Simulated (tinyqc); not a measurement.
Grain-boundary trapping model (Seto) of a polycrystalline semiconductor film. Changing the trap density Q_t. Computed by tinyqc, a small Python program. Command: `OMP_NUM_THREADS=1 python tinyqc.py 3005890 3005891 out.jsonl poly sweep`. One thread of a shared host (Intel(R) Xeon(R) Processor @ 2.30GHz), about 0.01 s of CPU time with the checks.

Grains of equal size L are joined by thin boundaries with one trap level. Trapped carriers deplete a width W on each side and raise a barrier, crossed by thermionic emission. Dopants are fully ionised, statistics are non-degenerate and mu_g does not depend on T.

Inputs (values chosen for the exercise, modelled on polycrystalline germanium):
```
quantity,value,unit
permittivity eps,16,-
effective mass m,0.21,m_0
"effective density of states at 300 K, N_c",6.2e+18,1/cm^3
grain size L,99,nm
trap level E_t below the band edge,0.27,eV
doping N,7.4e+16,1/cm^3
mobility inside the grains mu_g,610,cm^2/(V s)
temperature T,400,K
```

Grain interior: resistance included.

Constants: k_B = 8.617333262e-05 eV/K; e = 1.602176634e-19 C; eps_0 = 8.8541878128e-12 F/m; m_0 = 9.1093837015e-31 kg; k_B = 1.380649e-23 J/K.

Method:
- N_c(T) = N_c (T/300 K)^(3/2). Filled traps Q = Q_t/(1 + (1/2) exp((E_t* - E_F)/k_B T)), where E_t* = e V_B - E_t and E_F are counted from the band edge at the grain centre. Partial depletion: Q = 2 N W, V_B = e N W^2/(2 eps eps_0), E_F = k_B T ln(N/N_c); solve for W. If that W would exceed L/2 the grain is fully depleted: W = L/2, Q = N L, and E_F follows from the trap equation. Centre density n_0 = N_c exp(E_F/k_B T).
- Boundary: sigma_b = L e^2 n_0 exp(-e V_B/k_B T)/sqrt(2 pi m k_B T); drift through the grain, depleted parts included: rho_g = [(1 - 2W/L) + (2W/L) int_0^1 exp(y^2 s^2) ds]/(e n_0 mu_g); rho = 1/sigma_b + rho_g. Mean carrier density n_av = n_0 [(1 - 2W/L) + (2W/L) (sqrt(pi)/2) erf(y)/y], y = sqrt(e V_B/k_B T); effective mobility 1/(e n_av rho).
- E_a = d ln(rho)/d(1/k_B T) from T - 5 K and T + 5 K; temperature coefficient d ln(rho)/dT.

One run for each value:
```
trap density Q_t (1/cm^2),resistivity rho (ohm cm),barrier V_B (V),effective mobility (cm^2/(V s)),activation energy E_a (eV)
1.60e+11,0.189,0.00462,449.97,-0.00222
2.60e+11,0.206,0.01203,425.10,0.00281
4.10e+11,0.264,0.02865,361.15,0.02339
6.50e+11,0.510,0.06102,232.48,0.10028
1.00e+12,1.195,0.09582,131.21,0.19394
1.60e+12,3.365,0.10253,117.08,0.29586
2.60e+12,7.245,0.10253,117.08,0.29586
4.10e+12,13.064,0.10253,117.08,0.29586
6.50e+12,22.375,0.10253,117.08,0.29586
```

What does the table show, and why?

Over the rows, resistivity rho (ohm cm) rises from 0.189 to 22.4 (exponent d ln y / d ln x 0.17 between the first rows and 1.2 between the last); barrier V_B (V) rises from 0.00462 to 0.103, flat over part of the range; effective mobility (cm^2/(V s)) falls from 450 to 117, flat over part of the range. At the low end the exponent of barrier V_B is 1.97, close to 2: V_B = e Q_t^2/(8 eps eps_0 N). At the high end the exponent of barrier V_B is 0.00, close to 0: the barrier is set by N and L, or pinned by the trap level. Lowering Q_t, as passivation does, from the last row to the first cuts rho by 2.1 decades.

Caution (rows 1.60e11, 2.60e11, 4.10e11, 6.50e11): e V_B is below 2 k_B T, where the depletion approximation fails and the mean density does not balance the trapped charge. Caution (rows 1.60e12, 2.60e12, 4.10e12): n_0 is not small against N, so full depletion is a rough description.
